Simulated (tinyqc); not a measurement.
Threshold-voltage variability of a planar MOSFET, analytic estimates: two steps of the calculation.

Three independent sources add in quadrature: random dopants in the depleted layer, metal-gate grains of two orientations, and roughness of the two gate edges acting through the roll-off VT = VT(long) - Vr exp(-L/l). These are first-order estimates: no three-dimensional electrostatics, no percolation.

Parameters, values chosen for the exercise; material values close to those of silicon:
- T = 300 K (temperature)
- L = 45 nm (gate length)
- W = 220 nm (gate width)
- G = 15 nm (metal grain size)
- dW = 0.15 eV (work-function difference of the two grain orientations)
- p = 0.5 (share of the orientation of higher work function)
- De = 0.8 nm (rms roughness of one gate edge)
- La = 30 nm (correlation length of the roughness)
- l = 12 nm (decay length of the threshold roll-off)
- Vr = 1.7 V (prefactor of the roll-off)
- n = 1.13 (subthreshold factor)
- gI = 5 1/V (gm/I of a matched pair)
- sb = 0.9 % (spread of the gain factor of one device)

Constants: q = 1.602176634e-19 C, kB = 1.380649e-23 J/K, Vt = kB T/q. Results are converted to the units shown.

Question 1. Metal grains and edge roughness. Grains: Ng = L W/G^2 (at least 1), s2 = dW sqrt(p (1 - p)/Ng). Edges, with exponential correlation and u = W/La: the mean gate length has sL^2 = 2 De^2 (2/u)[1 - (1 - exp(-u))/u]; s3 = sL (Vr/l) exp(-L/l).

Find: Ng; s2; sL; dVT/dL; s3.

Answer 1.

Ng = 44.00
s2 = 11.31 mV
sL = 0.5491 nm
dVT/dL = 3.332 mV/nm
s3 = 1.829 mV

Question 2. Total spread, mismatch and leakage. s = sqrt(s1^2 + s2^2 + s3^2). For a pair: s(dVT) = sqrt(2) s; current mismatch sqrt(2) sqrt((gI s)^2 + sb^2); input offset = current mismatch/gI. For a Gaussian VT the off current is log-normal with mean/median = exp(s^2/(2 (n Vt)^2)).

s1 = 8.4317796 mV
s2 = 11.306675 mV
s3 = 1.8294498 mV

Wanted: s; s(dVT); current mismatch; input offset; mean/median of Ioff.

Answer 2.

s = 14.22 mV
s(dVT) = 20.11 mV
current mismatch = 10.14 %
input offset = 20.27 mV
mean/median of Ioff = 1.126

Computed by the program tinyqc: `OMP_NUM_THREADS=1 python tinyqc.py 2090056 2090057 out.jsonl`, one thread of a shared Intel Xeon 2.30GHz, about 0.01 s for the whole run.
